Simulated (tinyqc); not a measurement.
Superjunction drift layer against a plain one, charge balance: one step of the calculation.

Alternating n and p pillars of equal width wp, doping N and length Lp. When depleted, the lateral field peaks at Ex = q N wp/(2 eps0 eps_r) at the pillar junctions and a uniform vertical field Ey is added; breakdown is taken where Ex^2 + Ey^2 = Ef^2. Only the n pillars conduct, narrowed by the zero-bias depletion. A first-order model: the field peaks at the pillar ends are left out.

Task. Doping of the plain drift layer. Ec(N) = E16 (N/1e16 cm^-3)^(1/8); N(new) = eps0 eps_r Ec(N)^2/(2 q BV).

Parameters, values chosen for the exercise; values close to those of silicon: relative permittivity of the semiconductor eps_r = 11.9; critical field at a doping of 1e16 cm^-3 E16 = 0.385 MV/cm; wanted breakdown voltage BV = 320 V.

Constants: q = 1.602176634e-19 C, eps0 = 8.8541878128e-14 F/cm where lengths are in cm. Results are converted to the units shown.

N at the start = 1e15 cm^-3

Find: Ec; N after iteration 1.

Result.

Ec = 0.28871 MV/cm
N after iteration 1 = 8.5650e14 cm^-3

Numbers from tinyqc (`OMP_NUM_THREADS=1 python tinyqc.py 2590056 2590057 out.jsonl`; about 0.01 s on one thread of a shared Intel Xeon 2.30GHz).
